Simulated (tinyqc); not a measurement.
Scaling the whole coupling: critical temperature from a phonon spectrum: McMillan, Allen-Dynes and the linearised Eliashberg equation. Computed by tinyqc, a small Python program. Command: `OMP_NUM_THREADS=1 python tinyqc.py 3008268 3008269 out.jsonl eliashberg walk`. One thread of a shared host (Intel(R) Xeon(R) Processor @ 2.30GHz), about 0.01 s of CPU time with the checks.

alpha^2 F(omega) = sum_i (lambda_i omega_i/2) delta(omega - omega_i), so that lambda = 2 int alpha^2 F/omega d omega = sum_i lambda_i.

Inputs (values chosen for the exercise, for a model metal):
```
quantity                     value  unit
peak energy omega_1           24.7   meV
coupling lambda_1             1.09     -
peak energy omega_2           66.5   meV
coupling lambda_2            0.663     -
Coulomb pseudopotential mu*   0.15     -
```

Peaks in alpha^2 F: two.

Constants: k_B = 8.617333262e-05 eV/K.

Method:
- omega_log = exp(sum lambda_i ln omega_i / lambda); omega_rms = sqrt(sum lambda_i omega_i^2 / lambda).
- McMillan form: k_B T_c = (omega_log/1.2) exp[-1.04 (1 + lambda)/(lambda - mu* (1 + 0.62 lambda))]. Allen-Dynes multiplies it by f1 f2: f1 = [1 + (lambda/L1)^(3/2)]^(1/3), L1 = 2.46 (1 + 3.8 mu*); f2 = 1 + (omega_rms/omega_log - 1) lambda^2/(lambda^2 + L2^2), L2 = 1.82 (1 + 6.3 mu*) omega_rms/omega_log.
- Linearised Eliashberg equation at omega_n = (2n + 1) pi k_B T, n = 0..N-1: lambda(j) = sum_i lambda_i omega_i^2/(omega_i^2 + (2 pi j k_B T)^2); K_mn = lambda(m - n) + lambda(m + n + 1) - 2 mu*(N) - delta_mn [2m + 1 + lambda(0) + 2 sum_(j=1..m) lambda(j)], with 1/mu*(N) = 1/mu* + ln(omega_rms/omega_N), omega_N = (2N + 1) pi k_B T. T_c is where the largest eigenvalue rho of K is zero.
- N is the smallest integer at or above 8 omega_max/(2 pi k_B T_AD), omega_max the highest peak and T_AD the Allen-Dynes value.
- All lambda_i are multiplied by s. The last column is the large-lambda limit for mu* = 0, k_B T_c = 0.1827 omega_rms sqrt(lambda).

lambda = 1.753

omega_rms = 45.2977 meV

omega_log = 35.9231 meV

T_c (K):
```
s    lambda  McMillan  Allen-Dynes  Eliashberg  large-lambda limit
0.6  1.0518    24.443        25.90       23.34               98.49
0.8  1.4024    37.472        40.96       37.89              113.73
1.0  1.7530    47.567        53.80       50.77              127.15
1.3  2.2789    58.649        70.02       67.82              144.98
1.7  2.9801    68.654        88.14       87.57              165.79
2.3  4.0319    78.118       111.17      112.81              192.84
3.2  5.6096    86.347       140.31      143.76              227.46
```

What follows from these numbers?

McMillan/Eliashberg runs from 1.05 at lambda = 1.05 to 0.60 at 5.61: the exponential form levels off at large lambda, while the true T_c keeps rising (exponent 0.73 between the last rows, tending to 1/2). Allen-Dynes stays within about 11 % over the table. The last row reaches 63 % of the mu* = 0 limit; with mu* above zero T_c stays below that line at any lambda.

Extremes, crossings and ranges named in words are read from the listed rows.
